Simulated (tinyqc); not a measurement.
Threshold-voltage variability of a planar MOSFET, analytic estimates: one step of the calculation.

Three independent sources add in quadrature: random dopants in the depleted layer, metal-gate grains of two orientations, and roughness of the two gate edges acting through the roll-off VT = VT(long) - Vr exp(-L/l). These are first-order estimates: no three-dimensional electrostatics, no percolation.

Question. Total spread, mismatch and leakage. s = sqrt(s1^2 + s2^2 + s3^2). For a pair: s(dVT) = sqrt(2) s; current mismatch sqrt(2) sqrt((gI s)^2 + sb^2); input offset = current mismatch/gI. For a Gaussian VT the off current is log-normal with mean/median = exp(s^2/(2 (n Vt)^2)).

Parameters, values chosen for the exercise; material values close to those of silicon:
- T = 325 K (temperature)
- n = 1.19 (subthreshold factor)
- gI = 5 1/V (gm/I of a matched pair)
- sb = 2 % (spread of the gain factor of one device)

Constants: q = 1.602176634e-19 C, kB = 1.380649e-23 J/K, Vt = kB T/q. Results are converted to the units shown.

s1 = 15.680952 mV
s2 = 8.4731855 mV
s3 = 0.52986217 mV

Find: s; s(dVT); current mismatch; input offset; mean/median of Ioff.

Answer.

s = 17.83 mV
s(dVT) = 25.22 mV
current mismatch = 12.92 %
input offset = 25.84 mV
mean/median of Ioff = 1.154

tinyqc, about 0.01 s, one thread, Intel Xeon 2.30GHz (shared host): `OMP_NUM_THREADS=1 python tinyqc.py 2090090 2090091 out.jsonl`
